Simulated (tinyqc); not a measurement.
Comparisons within one model: coherent potential approximation for a binary alloy with a semi-elliptic band. A value that a table varies takes the place of the one given here.

Site levels eA = -x d (share 1 - x) and eB = (1 - x) d (share x), so that their mean, the virtual crystal, is 0. Pure band: G0(z) = 2 (z - sqrt(z - W) sqrt(z + W))/W^2 with principal roots, density -Im G/pi per site. The medium has a self-energy S(z), G = G0(z - S), z = E + i eta. t_i = (e_i - S)/(1 - (e_i - S) G); the CPA demands <t> = (1 - x) tA + x tB = 0. Iteration: start at S = 0, set S(new) = S + <t>/(1 + <t> G), stop when |<t>| < 1e-9 eV.

Inputs chosen for the exercise:
- W = 3.4 eV (half width of the pure band)
- x = 0.43 (fraction of B)
- d = 0.88 eV (eB - eA)
- eta = 0.068 eV (broadening)
- E1 = -3.8 eV (first energy)
- dE = 0.55 eV (step)
- E = -2.25 eV (energy)

## Virtual crystal, CPA and unmixed bands

Fifteen energies E1 + j dE. Virtual crystal: G0(z). Unmixed: (1 - x) G0(z - eA) + x G0(z - eB), the limit of large separate grains.

Densities (1/eV) and self-energy (eV):
```
E (eV),virtual crystal,CPA,unmixed,Re S,Im S
-3.80,0.0046,0.0055,0.0119,-0.0669,-0.0028
-3.25,0.0527,0.0650,0.0573,-0.0887,-0.0305
-2.70,0.1102,0.1131,0.1018,-0.0810,-0.0558
-2.15,0.1414,0.1407,0.1378,-0.0705,-0.0736
-1.60,0.1615,0.1586,0.1592,-0.0578,-0.0879
-1.05,0.1744,0.1699,0.1726,-0.0429,-0.0993
-0.50,0.1815,0.1760,0.1799,-0.0258,-0.1078
0.05,0.1835,0.1775,0.1820,-0.0067,-0.1126
0.60,0.1806,0.1747,0.1790,0.0136,-0.1131
1.15,0.1725,0.1674,0.1707,0.0342,-0.1088
1.70,0.1585,0.1550,0.1561,0.0539,-0.0994
2.25,0.1367,0.1358,0.1331,0.0720,-0.0850
2.80,0.1027,0.1063,0.0940,0.0877,-0.0643
3.35,0.0334,0.0522,0.0455,0.0988,-0.0305
3.90,0.0039,0.0045,0.0113,0.0690,-0.0027
```

d/W = 0.26. CPA and virtual crystal differ by at most 0.019 1/eV, at 3.35 eV, against a peak of 0.187 for the pure band. |Im S| is largest at 0.60 eV (Im S = -0.113 eV); where the density is near zero this is no damping of states. On these rows the CPA density keeps one maximum: the bands are amalgamated.

## Bowing of the band edge from disorder

For eta = 0 the CPA reads G = (1 - x)/(y - eA) + x/(y - eB) with y = E - W^2 G/4; the lower edge is the maximum of E(y) = y + W^2 G(y)/4 for y < eA. The virtual crystal puts it at -W. Second order: -W - 2 x (1 - x) d^2/W, from S = x (1 - x) d^2 G0(-W), G0(-W) = -2/W.

Lower edge (eV):
```
x,edge,edge + W,second order,(edge + W)/(x (1 - x))
0.05,-3.4147,-0.0147,-0.0216,-0.3086
0.10,-3.4286,-0.0286,-0.0410,-0.3177
0.25,-3.4655,-0.0655,-0.0854,-0.3492
0.40,-3.4935,-0.0935,-0.1093,-0.3894
0.50,-3.5058,-0.1058,-0.1139,-0.4233
0.60,-3.5118,-0.1118,-0.1093,-0.4657
0.75,-3.5041,-0.1041,-0.0854,-0.5555
0.90,-3.4643,-0.0643,-0.0410,-0.7142
0.95,-3.4382,-0.0382,-0.0216,-0.8046
```

second-order coefficient = -0.4555 eV

Disorder pushes the edge below the virtual crystal, most at x = 0.6 (-112 meV). The coefficient runs from -0.309 at x = 0.05 to -0.805 eV at 0.95, against -0.456 in second order: it depends strongly on x and is largest in size where the low-lying A atoms are dilute and act as attractive impurities.

## When the band splits

x as given, d varied, eta as given. The density is taken at E = (eA + eB)/2 and at E = eA + eB = (1 - 2x) d, where S has its pole for well split bands; a gap shows as a density of the size of the broadening tail.

Between the two levels:
```
d/W,d (eV),density at the midpoint (1/eV),density at (1 - 2x) d (1/eV),Im S at the midpoint (eV)
0.2,0.68,0.1800,0.1799,-0.066
0.4,1.36,0.1689,0.1686,-0.281
0.6,2.04,0.1493,0.1481,-0.696
0.8,2.72,0.1201,0.1144,-1.408
1.0,3.40,0.0846,0.0579,-2.209
1.2,4.08,0.0424,0.0172,-2.096
1.5,5.10,0.0068,0.0062,-1.899
2.0,6.80,0.0026,0.0026,-2.513
```

The midpoint density falls from 0.180 to 0.0026 1/eV; it first drops below a tenth of the pure peak (0.019) at d/W = 1.5. At (1 - 2x) d the density drops below that mark at d/W = 1.2, so the bands have parted by then (this mark lags the true splitting), and is least, 0.0026, at d/W = 2. For x = 1/2 the two coincide and the band splits at d = W exactly; here x = 0.43. The size of Im Sigma at the midpoint is largest at d/W = 2. It is a lifetime only where the density there is finite; for well separated bands, d/W above 1/(2 sqrt(x (1 - x))), S has a pole in the gap at (1 - 2x) d.

## What each parameter does

Converged values at E. Each row changes one parameter from the base and keeps the others.

Results:
```
case,Re S (eV),Im S (eV),density (1/eV)
base,-0.0726,-0.0707,0.1365
W = 3.74 eV,-0.0620,-0.0708,0.1320
x = 0.48,-0.0740,-0.0768,0.1363
d = 0.968 eV,-0.0877,-0.0839,0.1365
eta = 0.136 eV,-0.0706,-0.0693,0.1332
E = -1.91 eV,-0.0652,-0.0802,0.1494
```

The largest shifts from the base row, up to three for each result and ties (the steps differ in size, so this ranks the rows, not the parameters). Re S (eV): d -0.0152, W +0.0106, E +0.0073. Im S (eV): d -0.0132, E -0.0095, x -0.0061. density (1/eV): E +0.0129, W -0.0046, eta -0.0034; unchanged at the printed digits by d.

(tinyqc, `OMP_NUM_THREADS=1 python tinyqc.py 1480420 1480421 out.jsonl`, Intel(R) Xeon(R) Processor @ 2.30GHz, 1 thread, shared host, about 0.01 s.)
